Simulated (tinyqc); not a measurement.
Harmonic transition-state theory with quantum, tunnelling and friction corrections: one step, computed by the program tinyqc. Command: `OMP_NUM_THREADS=1 python tinyqc.py 3021523 3021524 out.jsonl rates walk`. One thread of a shared host (Intel(R) Xeon(R) Processor @ 2.30GHz), about 0.01 s of CPU time with the checks.

One atom hops between equivalent sites; three modes at the minimum and two real modes at the saddle are treated as harmonic, the rest of the crystal as unchanged; melting is ignored, so hot rows may lie above the melting point.

Problem. Classical rate and diffusivity. Vineyard: nu* = product of minimum frequencies / product of real saddle frequencies; k_cl = nu* exp(-E_b/(k_B T)). Activation entropy S = k_B ln(nu* h/(k_B T)); for uncorrelated jumps D = z k d^2/4 and D0 = z nu* d^2/4; 1 angstrom^2 = 1e-16 cm^2.

Inputs (values chosen for the exercise, modelled on an adatom on a metal):

| quantity | value | unit |
|---|---|---|
| barrier E_b | 0.43 | eV |
| temperature T | 374 | K |
| jump length d | 2.6 | angstrom |
| number of jump directions z | 4 | - |

Lattice of sites: two-dimensional.

frequencies at the minimum (THz): 3.1  3.21  3.25

real frequencies at the saddle (THz): 4.25  4.99

Constants: k_B = 8.617333262e-05 eV/K; h x 1 THz = 4.135667696 meV.

Give: prefactor nu*; classical rate k_cl; activation entropy in the Eyring form; classical diffusivity D; prefactor D0.

Solution.

prefactor nu* = 1.525 THz

classical rate k_cl = 2.448e+06 1/s

activation entropy in the Eyring form = -1.631 k_B

classical diffusivity D = 1.655e-09 cm^2/s

prefactor D0 = 0.001031 cm^2/s
